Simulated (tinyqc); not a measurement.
# Configuration-coordinate model of a defect: Huang-Rhys factor and luminescence line shape, step by step

A worked calculation. Computed by tinyqc, a small Python program that keeps every step. Command: `OMP_NUM_THREADS=1 python tinyqc.py 3011985 3011986 out.jsonl ccline walk`. One thread of a shared host (Intel(R) Xeon(R) Processor @ 2.30GHz), about 0.01 s of CPU time with the checks. Intermediate numbers are printed to about 7 digits and carried at full precision; extremes and crossings named in words are read from the listed rows.

Ground state E_g(Q) = (1/2) omega_g^2 Q^2; excited state E_e(Q) = E_0 + (1/2) omega_e^2 (Q - dQ)^2 with omega_e = omega_g and E_0 = E_ZPL. Q is mass-weighted; the dipole does not depend on Q (Condon approximation).

Inputs (values chosen for the exercise, for a model defect):
```
quantity                          value              unit
zero-phonon energy E_ZPL          0.827                eV
displacement dQ                   0.657  u^(1/2) angstrom
ground-state phonon hbar omega_g   18.5               meV
temperature T                       400                 K
refractive index n_r               3.05                 -
transition dipole mu                1.9        e angstrom
quenching prefactor nu_0          2e+11               1/s
```

Modes: equal frequencies in both states.

Constants: hbar^2/u = 4.18015928e-03 eV angstrom^2; k_B = 8.617333262e-05 eV/K; hbar = 6.582119569e-16 eV s; e = 1.602176634e-19 C; eps_0 = 8.8541878128e-12 F/m; hbar = 1.054571817e-34 J s; c = 299792458 m/s.

## Huang-Rhys factors and vertical energies

S = hbar omega dQ^2/(2 hbar^2/u) for each state; relaxation energy S hbar omega; absorption at E_0 + S_e hbar omega_e, emission at E_0 - S_g hbar omega_g; the Stokes shift is their difference.

S_g = 0.9551677

S_e = 0.9551677

relaxation energy, ground state = 0.01767060 eV

relaxation energy, excited state = 0.01767060 eV

vertical absorption energy = 0.8446706 eV

vertical emission energy = 0.8093294 eV

Stokes shift = 0.03534121 eV

The coupling is intermediate: phonon replicas can be resolved beside the zero-phonon line.

## Emission lines at zero temperature

From the lowest excited level the line to ground level n lies at E_ZPL - n hbar omega_g with Franck-Condon weight exp(-S) S^n/n!; the emitted intensity carries a further factor E^3. S = S_g; up to eleven lines, of positive energy only, from n = max(0, integer part of S - 5).

Lines:
```
n   energy (eV)        weight  intensity / largest
0        0.8270  3.847476e-01         1.000000e+00
1        0.8085  3.674985e-01         8.924896e-01
2        0.7900  1.755114e-01         3.976436e-01
3        0.7715  5.588093e-02         1.179177e-01
4        0.7530  1.334391e-02         2.618037e-02
5        0.7345  2.549135e-03         4.641687e-03
6        0.7160  4.058086e-04         6.844912e-04
7        0.6975  5.537362e-05         8.634617e-05
8        0.6790  6.611386e-06         9.510633e-06
9        0.6605  7.016648e-07         9.290855e-07
10       0.6420  6.702075e-08         8.149331e-08
```

The weight peaks at n = 0 and the intensity at n = 0.

## Band at temperature T

Overlaps <m_e|n_g> of harmonic-oscillator functions (Hermite recursion, positive leading coefficients) by a sum over an even grid (700 points from x = -9 to 9 + d for the small table, 1500 points from -16 to 16 + d for the thermal sums), with x = Q sqrt(omega_g/hbar), d = sqrt(2 S_g) and frequency ratio omega_e/omega_g. Initial levels m = 0..24 carry Boltzmann weights exp(-m hbar omega_e/k_B T), normalised; final levels n = 0..79; a line lies at E_ZPL + m hbar omega_e - n hbar omega_g with weight w_m <m|n>^2. Moments are taken over these weights without the E^3 factor; FWHM = 2 sqrt(2 ln 2) x standard deviation; the zero-phonon weight is the sum of w_m <m|m>^2.

mean emission energy = 0.8093294 eV

FWHM from the second moment = 0.08316437 eV

zero-phonon weight = 0.1956245

skewness = -0.1372954

Caution: for small S the spectrum is a set of resolved lines, and a Gaussian width has little meaning.

## Crossing, radiative lifetime and thermal quenching

The curves cross at the root Q_c nearest dQ; the barrier is (1/2) omega_e^2 (Q_c - dQ)^2, with (1/2) omega^2 = (hbar omega)^2/(2 hbar^2/u). k_r = n_r omega^3 mu^2/(3 pi eps_0 hbar c^3) at the vertical emission energy, without local-field correction; k_nr = nu_0 exp(-barrier/k_B T) (Mott-Seitz); yield = k_r/(k_r + k_nr); T_1/2 = barrier/(k_B ln(nu_0/k_r)).

Q_c = 15.70259 u^(1/2) angstrom

classical barrier = 9.267002 eV

radiative lifetime = 45.12858 ns

luminescence yield = 1

quenching temperature T_1/2 = 11807.32 K

The barrier is so high that this route does not halve the yield below 1000 K. Caution: the curves cross far outside the range of the harmonic model, so the barrier and T_1/2 have no quantitative meaning.

## Width and zero-phonon weight against temperature

For comparison: FWHM(0) sqrt(coth(hbar omega_e/2 k_B T)) with FWHM(0) from the first row, and exp(-S_g coth(hbar omega_e/2 k_B T)).

Against temperature:
```
T (K)  mean energy (eV)   FWHM (eV)  coth law (eV)  zero-phonon weight  exp(-S coth)
11            0.8093294  0.04257643     0.04257643           0.3847476     0.3847476
32            0.8093294  0.04262841     0.04262841           0.3842793     0.3838508
64            0.8093294  0.04409050     0.04409050           0.3714349     0.3590444
110           0.8093294  0.04912188     0.04912188           0.3320156     0.2804314
170           0.8093294  0.05694445     0.05694445           0.2840479     0.1811167
260           0.8093294  0.06809898     0.06809898           0.2367007     0.0868514
360           0.8093294  0.07911158     0.07911177           0.2049678     0.0369647
```

The width grows by a factor 1.86, flat while k_B T is well below hbar omega and as sqrt(T) above; for equal frequencies the coth law is exact. The mean energy stays fixed, as it must for equal frequencies. The zero-phonon weight goes from 0.385 to 0.205; the single exponential assumes equal frequencies, leaves out lines that absorb and emit the same number of phonons, and falls to 0.0370.

Checks made by the program: grid overlaps at equal frequencies against the Poisson weights (relative difference below 1e-10); width at T against the coth law (relative difference 1e-05).
